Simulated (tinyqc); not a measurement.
Weibull analysis of times to dielectric breakdown, with area scaling: two steps of the calculation.

Breakdown times follow F(t) = 1 - exp(-(t/t63)^beta). The 11 times below were drawn at random from beta = 0.8, t63 = 190 s and are treated as data; all samples failed.

Values chosen for this exercise:
```
symbol,value,unit,meaning
A1,430,um^2,area of a test capacitor
A2,4e5,um^2,gate area of the product
Fp,0.001,,allowed share of failed products
beta,0.8,,Weibull slope
```

Task 1. Median ranks and the Weibull scale. F_i = (i - 0.3)/(n + 0.4) for the sorted times, W_i = ln(-ln(1 - F_i)).

| i | t (s) |
|---|---|
| 1 | 34.4 |
| 2 | 60.2 |
| 3 | 69.8 |
| 4 | 91.5 |
| 5 | 141 |
| 6 | 188 |
| 7 | 200 |
| 8 | 291 |
| 9 | 416 |
| 10 | 426 |
| 11 | 1780 |

Wanted: F; W; ln t.

Result 1.

| i | F | W | ln t |
|---|---|---|---|
| 1 | 0.06140 | -2.7588 | 3.5381 |
| 2 | 0.14912 | -1.8233 | 4.0977 |
| 3 | 0.23684 | -1.3083 | 4.2456 |
| 4 | 0.32456 | -0.9355 | 4.5163 |
| 5 | 0.41228 | -0.6320 | 4.9488 |
| 6 | 0.50000 | -0.3665 | 5.2364 |
| 7 | 0.58772 | -0.1210 | 5.2983 |
| 8 | 0.67544 | 0.1180 | 5.6733 |
| 9 | 0.76316 | 0.3649 | 6.0307 |
| 10 | 0.85088 | 0.6434 | 6.0544 |
| 11 | 0.93860 | 1.0261 | 7.4844 |

Task 2. Scale parameter and projection to the product. t63 = (mean of t^beta)^(1/beta). Defects are spread at random, so -ln(1 - F) is proportional to the area: t63(A2) = t63 (A1/A2)^(1/beta), and the time to the share Fp is t63(A2) (-ln(1 - Fp))^(1/beta).

| i | t (s) |
|---|---|
| 1 | 34.4 |
| 2 | 60.2 |
| 3 | 69.8 |
| 4 | 91.5 |
| 5 | 141 |
| 6 | 188 |
| 7 | 200 |
| 8 | 291 |
| 9 | 416 |
| 10 | 426 |
| 11 | 1780 |

converged beta = 0.88720083

Give: t63; t63 of the product; time to Fp; decades lost against t63.

Result 2.

t63 = 312.59 s
t63 of the product = 0.14091 s
time to Fp = 5.8584e-5 s
decades lost against t63 = 6.7272

The straight-line values give 1.96e-4 s for the time to Fp and the values that made the data 6.58e-6 s: with 11 samples beta is uncertain by about 0.78/sqrt(n) = 24 %, and the projection hangs on 1/beta.

Computed by the program tinyqc: `OMP_NUM_THREADS=1 python tinyqc.py 2070151 2070152 out.jsonl`, one thread of a shared Intel Xeon 2.30GHz, about 0.01 s for the whole run.
